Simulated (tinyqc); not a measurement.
Mobility of a non-polar semiconductor in the relaxation-time approximation: one step, computed by the program tinyqc.

Each valley is treated as a sphere of mass m_d for states and rates, with one isotropic relaxation time; the conductivity mass m_c sets the current.

Task: Rates at a few energies. Parabolic band: E = hbar^2 k^2/(2 m), speed v = hbar k/m, states per spin, volume and energy g(E) = m k/(2 pi^2 hbar^2). Here m = m_d. Masses are multiplied by m_0 and all formulas are in SI units. Phonon occupation N_q = 1/(exp(hbar w/(k_B T)) - 1). Acoustic deformation potential (elastic, equipartition, absorption and emission together): 1/tau = 2 pi k_B T D_A^2 g(E)/(hbar rho v_l^2). Optical or intervalley deformation potential: 1/tau = (pi Z_f D_o^2/(rho w)) [N_q g(E + hbar w) + (N_q + 1) g(E - hbar w)], with g = 0 below the band edge. Each optical term is multiplied by (1 - f(E'))/(1 - f(E)), E' the final energy, for Pauli blocking. Singly charged impurities, momentum relaxation: 1/tau = N_I e^4 m (1 + 2 alpha E) Phi/(8 pi (eps_s eps_0)^2 hbar^3 k^3), with alpha = 0 for a parabolic band. Conwell-Weisskopf: Phi = ln(1 + y^2), y = 4 pi eps_s eps_0 E N_I^(-1/3)/e^2 (largest impact parameter N_I^(-1/3)/2). Neutral impurities (Erginsoy): 1/tau = 20 N_n a_B hbar/m, a_B = 4 pi eps_s eps_0 hbar^2/(m e^2).

Inputs (values chosen for the exercise, modelled on electrons in germanium):
```
quantity                                            value       unit
static permittivity eps_s                              16          -
density rho                                          5323     kg/m^3
sound velocity v_l                                   5260        m/s
acoustic deformation potential D_A                     12         eV
phonon energy hbar w                                 31.6        meV
optical or intervalley deformation potential D_o      5.3  1e8 eV/cm
final valleys Z_f                                       3          -
temperature T                                          77          K
neutral impurity density N_n                      2.4e+17     1/cm^3
```

Band: parabolic. Impurity formula: Conwell-Weisskopf. Further scattering: neutral impurities.

reduced Fermi level eta = -3.840798

density-of-states mass m_d = 0.2163652 m_0

ionised impurity density N_I = 2.80e+16 1/cm^3

Constants: k_B = 8.617333262e-05 eV/K; k_B = 1.380649e-23 J/K; e = 1.602176634e-19 C; hbar = 1.054571817e-34 J s; m_0 = 9.1093837015e-31 kg; hbar = 6.582119569e-16 eV s; eps_0 = 8.8541878128e-12 F/m.

Give: Rates (1e12/s) at E = (max(eta, 0) + 0.5, 1, 2, 4) k_B T.

Result:

Rates (1e12/s) at E = (max(eta, 0) + 0.5, 1, 2, 4) k_B T:
```
E (meV)  acoustic  optical  ionised impurity  neutral impurity
3.32       0.1959  0.00928             2.153             10.05
6.64       0.2771  0.00966             1.623             10.05
13.27      0.3918  0.01042             0.951             10.05
26.54      0.5541  0.01183             0.479             10.05
```
